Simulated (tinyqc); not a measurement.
Equal gaps, different models: fitting sp3s* parameters to three gaps by Newton steps.

sp3s* tight binding, nearest neighbours only: anion (a) at 0, cation (c) at a/4 (1,1,1), orbitals s, px, py, pz, s* on each; k in units of 2 pi/a. With phases e_j = exp(i (pi/2) k.n_j) for n = (1,1,1), (1,-1,-1), (-1,1,-1), (-1,-1,1): g0 = (e1+e2+e3+e4)/4, g1 = (e1+e2-e3-e4)/4, g2 = (e1-e2+e3-e4)/4, g3 = (e1-e2-e3+e4)/4. The diagonal holds the levels Esa, Epa, Exa (s*) and Esc, Epc, Exc. Anion-cation block: <sa|sc> = Vss g0; <sa|xc> = Vsapc g1; <xa|sc> = -Vscpa g1; <xa|xc> = Vxx g0; <xa|yc> = <ya|xc> = Vxy g3, <xa|zc> = <za|xc> = Vxy g2, <ya|zc> = <za|yc> = Vxy g1; <s*a|xc> = Vxapc g1; <xa|s*c> = -Vpaxc g1; y and z take g2 and g3 in place of g1; s-s* and s*-s* vanish.

Gaps are level 5 at Gamma, X = (1,0,0) and L = (1/2,1/2,1/2) less level 4 at Gamma; no spin-orbit coupling. Free parameters: Esa, Vxapc and Vscpa. H is linear in them, so by Hellmann-Feynman J_ij = <u|dH/dp_j|u> for level 5 at point i less the same for level 4 at Gamma. Newton: p(new) = p + J^-1 (target - gaps); stop when all misses are below 1e-7 eV.

Constants: hbar^2/2m0 = 3.80998211 eV angstrom^2.

Inputs chosen for the exercise (out of a larger set: near a published set for AlAs, fitted to gaps, whose masses and valley positions are rough; not measured data): p = (-7.499, 0.992, -1.158, 3.573, 7.494, 6.723, -6.677, 1.886, 4.31, 5.116, 5.472, 4.478, 4.969) eV (start, order Esa, Epa, Esc, Epc, Exa, Exc, Vss, Vxx, Vxy, Vsapc, Vscpa, Vxapc, Vpaxc); tg = (3.0382, 2.4765, 2.7953) eV (target gaps at Gamma, X, L); a = 5.662 angstrom (lattice constant).

The same three targets are met with other triples of free parameters (those for which Newton converges within 3 eV of the start). Not fitted: level 5 at K = (3/4,3/4,0) above Ev, the spacing of levels 6 and 5 at X, the depth of level 2 at X below Ev, the valence width at Gamma, and the mass c q^2/(E(q) - E(0)) of level 5 along [100], q = 0.002 (2 pi/a), c = hbar^2/2m0.

Unfitted results:

| free parameters | largest change (eV) | K (eV) | X spacing (eV) | level 2 at X (eV) | valence width (eV) | mass (m0) |
|---|---|---|---|---|---|---|
| start | 0.000 | 2.395 | 0.340 | 6.488 | 11.717 | 0.3003 |
| Vss, Vxapc, Vpaxc | 0.653 | 2.523 | 0.573 | 6.280 | 11.690 | 0.2953 |
| Esc, Vxapc, Vpaxc | 0.740 | 2.523 | 0.608 | 6.274 | 11.728 | 0.2966 |
| Vss, Vsapc, Vpaxc | 0.257 | 2.525 | 0.326 | 6.416 | 11.690 | 0.2874 |
| Esa, Vxapc, Vscpa | 0.252 | 2.524 | 0.364 | 6.724 | 11.787 | 0.2663 |
| Vss, Exa, Exc | 1.169 | 2.524 | 0.565 | 6.419 | 11.690 | 0.2953 |
| Esc, Vsapc, Exc | 0.499 | 2.525 | 0.350 | 6.476 | 11.728 | 0.2887 |

What can be read from this table?

All fitted rows have the same three gaps, yet they spread by 2 meV at K, 282 meV in the X spacing, 450 meV in level 2 at X, 97 meV in the valence width and 10.5 % in the mass. The smallest change of parameters, 0.252 eV, is that of Esa, Vxapc, Vscpa. A fit fixes what it was given and leaves the rest to the choice of free parameters.

Run: tinyqc, `OMP_NUM_THREADS=1 python tinyqc.py 1451310 1451311 out.jsonl`; Intel(R) Xeon(R) Processor @ 2.30GHz, one thread, shared host; about 0.2 s of CPU time with all checks.
